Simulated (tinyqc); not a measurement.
Worked calculation: parabolic quantum dot in a magnetic field (Fock-Darwin). Values are carried at full precision from step to step, so a last printed digit may differ when a step is redone from the rounded ones.

Two dimensions, V = m w0^2 r^2/2, one valley. hbar wc = 2 muB B/m, W = sqrt(w0^2 + wc^2/4), E(n, l, s) = (2n + |l| + 1) hbar W - l hbar wc/2 + s gs muB B, n = 0, 1, ..., l = 0, +/-1, ..., s = +/-1/2; length lam = sqrt(2c/(m hbar W)), c = hbar^2/2m0.

Constants: muB = 5.788381798e-05 eV/T; hbar^2/2m0 = 3.80998211 eV angstrom^2; e^2/(4 pi eps0) = 14.39964547 eV angstrom.

Inputs chosen for the exercise (near those of a gate-defined dot in InGaAs; the results hold for these values, not for the real material): m = 0.0438 m0 (mass); gs = -2.96 (g factor); w0 = 1.9 meV (confinement energy hbar w0); B = 1.01 T (magnetic field); Ec = 4.3 meV (charging energy e^2/C); eps = 13.8 (dielectric constant).

## Energy and length scales

Give hbar wc, hbar W, the two mode energies hbar W +/- hbar wc/2, the Zeeman energy |gs| muB B and lam.

hbar wc = 2.6695 meV
hbar W = 2.3220 meV

modes (meV): 3.6567  0.9872

Zeeman energy = 0.1730 meV
lam = 273.7 angstrom

The product of the modes is w0^2 = 3.61 meV^2 at any field. These two lines are all that far-infrared light sees, whatever the number of electrons (Kohn theorem).

## Orbital levels

The eight lowest (n, l) from E = (2n + |l| + 1) W - l wc/2.

Levels:
```
(n,l)   E (meV)
(0,0)     2.322
(0,1)     3.309
(0,2)     4.296
(0,3)     5.284
(0,-1)    5.979
(0,4)     6.271
(1,0)     6.966
(0,5)     7.258
```

## Addition spectrum

Constant interaction: mu(N) = E_N + (N - 1/2) Ec with the spin-resolved levels filled in order; the addition energy is mu(N + 1) - mu(N).

Filling:
```
N   state added  E_N (meV)  mu(N) (meV)  addition energy (meV)
1        (0,0)+      2.235        4.385                  4.473
2        (0,0)-      2.409        8.859                  5.114
3        (0,1)+      3.223       13.973                  4.473
4        (0,1)-      3.396       18.446                  5.114
5        (0,2)+      4.210       23.560                  4.473
6        (0,2)-      4.383       28.033                  5.114
7        (0,3)+      5.197       33.147                  4.473
8        (0,3)-      5.370       37.620                  4.822
9       (0,-1)+      5.892       42.442                  4.473
10      (0,-1)-      6.065       46.915                  4.419
```

The largest addition energy falls at N = 2, 4 and 6; at zero field it peaks at the closed shells 2, 6 and 12. Exchange, which the model lacks, would favour parallel spins near level crossings. Ec is an independent input that includes screening by the gates.

## Singlet and triplet of two electrons

Two electrons, first order in the Coulomb energy: the singlet (0,0)^2 has 2W + J0 and the lowest triplet (0,0)(0,1) has 3W - wc/2 + J0/2 - Ez, with J0 = sqrt(pi/2) q/(eps lam), q = e^2/(4 pi eps0), Ez = |gs| muB B.

Give J0, the triplet less the singlet, and J0/W.

J0 = 4.778 meV
E(T) - E(S) = -1.575 meV
J0/W = 2.06

The triplet is lower at this order. J0 exceeds W, so first order overstates the interaction and the result is only a guide.

## The same without perturbation theory

Exact treatment: the centre of mass separates with energy W, and the relative motion obeys [-(2c/m) Laplacian + (2c/m) r^2/(2 lam^2)^2 + q/(eps r)] psi = e_l psi for angular number l, solved in 14 Gaussians r^l exp(-a r^2), a = 1.7^i/(4 lam^2), i = -3 to 10. E(S) = W + e_0, E(T) = W + e_1 - wc/2 - Ez.

Solve for e_0 and e_1.

e_0, e_1 (meV): 5.76  6.85

first-order values W + J0 and 2W + J0/2 (meV): 7.10  7.03

E(T) - E(S), exact = -0.42 meV

First order overshoots e_0 by 1.34 meV and e_1 by only 0.18 meV, since the singlet gains more by keeping the electrons apart; it therefore favours the triplet by 1.16 meV too much. Of these two the triplet is lower, as first order says.

## Checks

- e_0 at W = 2 Ry m/eps^2, where it is exactly 2W, as a ratio e_0/W: both 2.000.
- Level (0,1) from the radial equation by finite differences against the formula, meV: both 3.31.

tinyqc: `OMP_NUM_THREADS=1 python tinyqc.py 1251779 1251780 out.jsonl`; about 0.04 s, one thread, shared Intel(R) Xeon(R) Processor @ 2.30GHz.
